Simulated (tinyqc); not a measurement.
The whole curve: space-charge-limited current through a thin insulating or semi-insulating film with traps. Computed by tinyqc, a small Python program. Command: `OMP_NUM_THREADS=1 python tinyqc.py 3019909 3019910 out.jsonl sclc walk`. One thread of a shared host (Intel(R) Xeon(R) Processor @ 2.30GHz), about 0.01 s of CPU time with the checks.

One ohmic injecting contact at x = 0 (field zero), drift only, non-degenerate free carriers.

Inputs (values chosen for the exercise, modelled on HfO2):
```
quantity                                            value        unit
permittivity eps                                       22           -
band mobility mu                                    0.041  cm^2/(V s)
effective density of states N_c                   9.5e+19      1/cm^3
trap density N_t                                  1.2e+16      1/cm^3
equilibrium Fermi level below the band edge, E_0     0.56          eV
thickness d                                          1000          nm
temperature T                                         350           K
trap level E_t below the band edge                   0.36          eV
```

Traps: single level.

Constants: k_B = 8.617333262e-05 eV/K; eps_0 = 8.8541878128e-12 F/m; e = 1.602176634e-19 C.

Method:
- Free density n_0 = N_c exp(-E_0/k_B T) in equilibrium; trapped density n_t(n) = N_t/(1 + n_1/n), n_1 = N_c exp(-E_t/k_B T).
- J = e mu n F and (eps eps_0/e) dF/dx = n - n_0 + n_t(n) - n_t(n_0) = rho(n). With F = J/(e mu n): d = (eps eps_0 J/(e^2 mu)) I_1 and V = (eps eps_0 J^2/(e^3 mu^2)) I_2, I_k = int_(n_L)^infinity dn/(n^(k+1) rho(n)), n_L the density at the anode; with u = n_L/n, 200 Gauss-Legendre points in t, u = 1 - (1 - t)^2.
- The last column is d ln J/d ln V up to the next row.

Current against voltage:
```
n_L (1/cm^3)       V (V)  J (A/cm^2)   slope
8.60e+11      5.0432e-03  3.4591e-07  1.5917
2.80e+12      5.0651e-02  1.3603e-05  1.9289
9.10e+12      1.8517e-01  1.6580e-04  2.0445
2.90e+13      5.7173e-01  1.6619e-03  2.2172
9.50e+13      1.5586e+00  1.5357e-02  2.6211
3.10e+14      3.3366e+00  1.1291e-01  3.2443
1.00e+15      5.6937e+00  6.3931e-01  3.2797
3.30e+15      9.5102e+00  3.4388e+00  2.6849
1.10e+16      1.8882e+01  2.1685e+01  2.2741
3.40e+16      4.4606e+01  1.5317e+02  2.0970
1.10e+17      1.2818e+02  1.4013e+03  2.0312
3.60e+17      4.0243e+02  1.4314e+04       -
```

What does the comparison show, and why?

The slope starts at 1.59, peaks at 3.3 between 5.69 and 9.51 V and ends at 2.03. Rows below 0.30 V (10 k_B T/e) are formal, since diffusion from the contact rules there. Self-heating is left out, although J V exceeds 1e5 W/cm^2 at the last row. Rows above 300 V are formal, since the mean field exceeds 3 MV/cm and breakdown sets in. No slope between rows exceeds 4, so the step at the trap-filled limit is weak or is smeared by the row spacing.

Extremes, crossings and ranges named in words are read from the listed rows.
